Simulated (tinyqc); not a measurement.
Avalanche multiplication and breakdown of a junction from ionisation integrals: one step, computed by the program tinyqc. Command: `OMP_NUM_THREADS=1 python tinyqc.py 3007114 3007115 out.jsonl impact walk`. One thread of a shared host (Intel(R) Xeon(R) Processor @ 2.30GHz), about 0.01 s of CPU time with the checks.

Ionisation coefficients follow the local field. Position x runs through the depletion layer from the p side (x = 0), where electrons enter, to the n side (x = w), where holes enter. The built-in voltage is neglected.

Problem. Coefficients at the critical field. alpha_n = a_n exp(-(b_n/F)^c), alpha_p = a_p exp(-(b_p/F)^c).

Inputs (values chosen for the exercise, modelled on GaAs): electron prefactor a_n = 191000 1/cm; electron field b_n = 582000 V/cm; hole prefactor a_p = 240000 1/cm; hole field b_p = 640000 V/cm; exponent c = 1.8.

Junction: linearly graded.

critical field F_m = 0.3027078 MV/cm

Give: alpha_n; alpha_p; ratio k = alpha_p/alpha_n; shorter ionisation length.

Solution.

alpha_n = 7454 1/cm

alpha_p = 5115 1/cm

ratio k = alpha_p/alpha_n = 0.6863

shorter ionisation length = 1.342 micrometre

Electrons ionise more readily at the peak field.
